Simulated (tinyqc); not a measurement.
What moves the results: interface roughness in a thin film (subband fluctuation and scattering). A value that a table varies takes the place of the one given here.

Square well of width t, barriers V0, c = hbar^2/2m0: E1 solves k t + 2 atan[(k/mz)/(kappa/mb)] = pi, k = sqrt(mz E/c), kappa = sqrt(mb (V0 - E)/c). One interface is rough, so the subband edge fluctuates by G dt with G = |dE1/dt| (central difference of 0.01 angstrom; 2 E1/t for hard walls).

Gaussian roughness spectrum S(q) = pi D^2 Lc^2 exp(-q^2 Lc^2/4). Degenerate gas, taken to fill one subband (the second starts to fill once c kF^2/md exceeds E2 - E1, which is not tested here): kF = sqrt(2 pi Ns/gv), q = 2 kF sin(theta/2), 1/tau = (md/(2 pi c hbar)) G^2 times the integral from 0 to pi of S(q)(1 - cos theta)/eps(q)^2 dtheta, eps(q) = 1 + qs/q with screening (qs = gv md q0/(c eps), q0 = e^2/(4 pi eps0), form factors left out, which overstates the screening; other scattering is left out too, so these values lie far above measured mobilities in all but the thinnest films) or 1 without; mobility = tau c2/md with c2 = e/m0 = 1.75882e15 cm^2/(V s^2); 1e12/cm^2 = 1e-4/angstrom^2.

Constants: hbar^2/2m0 = 3.80998211 eV angstrom^2; hbar = 6.58211957e-16 eV s; e^2/(4 pi eps0) = 14.39964547 eV angstrom.

Values chosen for the exercise (near those of a thin InGaAs channel; shifted at random, so the results belong to these values and not to a real crystal):

| symbol | value | unit | meaning |
|---|---|---|---|
| mz | 0.044 | m0 | confinement mass |
| V0 | 1.99 | eV | barrier |
| mb | 0.24 | m0 | barrier mass |
| md | 0.045 | m0 | mass in the plane |
| gv | 1 |  | valleys |
| D | 2.8 | angstrom | rms height of the roughness |
| Lc | 18 | angstrom | correlation length |
| Ns | 1.4 | x 1e12/cm^2 | sheet density |
| eps | 10.7 |  | mean dielectric constant at the channel |
| ts | (43, 55, 66, 78, 98, 125, 164) | angstrom | thicknesses |
| t | 78 | angstrom | film thickness |
| Ll | (5, 10, 16, 25, 40, 65, 100) | angstrom | correlation lengths |

## The sixth-power law

Screened mobility against thickness for the finite barrier and for hard walls.

Results:

| t (angstrom) | E1 (meV) | G (meV/angstrom) | mobility (cm^2/(V s)) | the same, hard walls |
|---|---|---|---|---|
| 43 | 169.6 | 5.112 | 4.58e+04 | 2.59e+03 |
| 55 | 122.1 | 3.053 | 1.28e+05 | 1.13e+04 |
| 66 | 94.5 | 2.053 | 2.84e+05 | 3.39e+04 |
| 78 | 74.0 | 1.411 | 6.01e+05 | 9.23e+04 |
| 98 | 52.3 | 0.831 | 1.74e+06 | 3.63e+05 |
| 125 | 35.5 | 0.462 | 5.61e+06 | 1.56e+06 |
| 164 | 22.6 | 0.234 | 2.19e+07 | 7.97e+06 |

What does this show, and why?

With hard walls G goes as 1/t^3 and the mobility as t^6. With the finite barrier the local exponent is 4.19 at the thin end and 5.01 at the thick end, since the envelope leaks out and softens the dependence. The least value is 4.58e+04 cm^2/(V s). EF - E1 = 74 meV exceeds about 3 E1, the distance to the next subband of the ladder, from 164 angstrom on, where the one-subband formula no longer holds. The gate field, which also presses carriers to the interface, is left out.

## Correlation length

Fixed D; bare and screened mobility.

Results:

| Lc (angstrom) | kF Lc | bare mobility (cm^2/(V s)) | screened mobility (cm^2/(V s)) |
|---|---|---|---|
| 5 | 0.15 | 3.61e+06 | 6.36e+06 |
| 10 | 0.30 | 9.49e+05 | 1.67e+06 |
| 16 | 0.47 | 4.10e+05 | 7.27e+05 |
| 25 | 0.74 | 2.13e+05 | 3.81e+05 |
| 40 | 1.19 | 1.49e+05 | 2.77e+05 |
| 65 | 1.93 | 1.99e+05 | 4.27e+05 |
| 100 | 2.97 | 3.68e+05 | 1.09e+06 |

How do the results move?

The bare mobility is lowest at Lc = 40 angstrom of those listed (kF Lc = 1.19). The screened mobility is lowest at Lc = 40 angstrom of those listed (kF Lc = 1.19). Short roughness averages out (mobility as 1/Lc^2; the first two rows give exponent -1.93), and long roughness deflects only by small angles (bare mobility rising as Lc; the last two rows give 1.42).

## What each parameter does

G, G D, and the screened mobility. Each row changes one parameter from the base and keeps the others.

Results:

| case | G (meV/angstrom) | G D (meV) | mobility (cm^2/(V s)) |
|---|---|---|---|
| base | 1.411 | 3.95 | 6.013e+05 |
| t = 84 angstrom | 1.191 | 3.33 | 8.445e+05 |
| D = 3.64 angstrom | 1.411 | 5.14 | 3.558e+05 |
| Lc = 26 angstrom | 1.411 | 3.95 | 3.643e+05 |
| Ns = 2.24 x 1e12/cm^2 | 1.411 | 3.95 | 6.161e+05 |
| mz = 0.051 m0 | 1.345 | 3.77 | 6.617e+05 |
| md = 0.052 m0 | 1.411 | 3.95 | 4.850e+05 |
| V0 = 1.39 eV | 1.232 | 3.45 | 7.894e+05 |
| eps = 12.8 | 1.411 | 3.95 | 5.541e+05 |

What does this show?

The largest shifts from the base row, up to three for each result and ties (the steps differ in size, so this ranks the rows, not the parameters). G (meV/angstrom): t -0.220, V0 -0.179, mz -0.066; unchanged at the printed digits by D, Lc, Ns, md and eps. G D (meV): D +1.19, t -0.62, V0 -0.50; unchanged at the printed digits by Lc, Ns, md and eps. mobility (cm^2/(V s)): D -2.46e+05, t +2.43e+05, Lc -2.37e+05. In the base case G D is 0.053 times EF - E1 = 74.5 meV.

Run: tinyqc, `OMP_NUM_THREADS=1 python tinyqc.py 1280035 1280036 out.jsonl`; Intel(R) Xeon(R) Processor @ 2.30GHz, one thread, shared host; about 0.01 s of CPU time with all checks.
